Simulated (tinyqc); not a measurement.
MESFET, gradual channel with velocity saturation: one step of the calculation.

A uniformly doped n-type channel, depleted from the top by a Schottky gate; at channel potential V the depleted share of a is u = sqrt((Vbi - Vg + V)/Vp), s at the source. Electrons drift with v = mu E/(1 + mu E/vsat). Abrupt depletion edge, no series resistance, source at 0.

Question. Current below saturation. u = sqrt((Vbi - Vg + Vd)/Vp). I = (G0 Vp/3) F/(1 + Z (u^2 - s^2)), F = 3 (u^2 - s^2) - 2 (u^3 - s^3), with u at V = Vd; Z = 0 gives constant mobility, for which u stops at 1.

Parameters, values chosen for the exercise: gate voltage Vg = -0.3 V; drain voltage Vd = 0.84 V.

Vbi = 0.73659082 V
Vp = 3.1717965 V
G0 = 4.9347040 mS
Z = 0.45311378
s = 0.57167740

Give: u; F; I for Z = 0; I.

Answer.

u = 0.7692
F = 0.2580
I for Z = 0 = 1.346 mA
I = 1.202 mA

The falling mobility lowers the current by 10.7 %.

Program tinyqc, `OMP_NUM_THREADS=1 python tinyqc.py 2500117 2500118 out.jsonl`; Intel Xeon 2.30GHz, shared host, one thread, about 0.07 s.
